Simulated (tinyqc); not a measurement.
Worked calculation: Ewald sum of point charges, simple cubic lattice in a neutralising background. Computed by tinyqc, a small Python program that keeps every step. Command: `OMP_NUM_THREADS=1 python tinyqc.py 20660 20661 out.jsonl` (the two numbers bound the seeds that draw the settings). One thread of a shared host (Intel(R) Xeon(R) Processor @ 2.60GHz), about 0.04 s of CPU time with the checks.

## Ewald sum with eta = 0.298 1/bohr

cell vectors (rows) (bohr):
```
           1          2          3
1  10.570000   0.000000   0.000000
2   0.000000  10.570000   0.000000
3   0.000000   0.000000  10.570000
```

Charges:
```
q               f1        f2        f3
2.000000  0.000000  0.000000  0.000000
```

Real space: 1/2 sum q_i q_j erfc(eta r)/r over all images with r > 0; reciprocal space: (2 pi/V) sum_(G != 0) exp(-G^2/4 eta^2)/G^2 |S(G)|^2 with S(G) = sum q exp(i G.r); self term -eta/sqrt(pi) sum q^2; background -pi Q^2/(2 V eta^2), Q the total charge.

Real-space shells (first ones):
```
r (bohr)   pairs  sum (hartree)
10.570000      6       0.000010
14.948237     12       4.79e-10
18.307777      8              0
```

Reciprocal shells (first ones that count):
```
G^2 (1/bohr^2)  vectors  sum (hartree)
0.353354              6       0.133641
0.706708             12       0.049422
1.060061              8       0.008123
1.413415              6       0.001690
1.766769             24       0.002000
2.120123             24       0.000616
2.826830             12       0.000032
3.180184             30       0.000026
3.533538             24       0.000007
3.886892             24       2.33e-06
4.240246              8       2.63e-07
4.593599             24       2.69e-07
```

## The total does not depend on eta

The same sums for other eta.

Totals (hartree per cell):
```
eta           real  reciprocal       self  background        total
0.298000  0.000010    0.195559  -0.672514   -0.059913  -0.53685856
0.430000  1.47e-10    0.462323  -0.970406   -0.028775  -0.53685856
0.654000         0    0.951501  -1.475920   -0.012439  -0.53685856
```

shortest distance = 10.570000 bohr
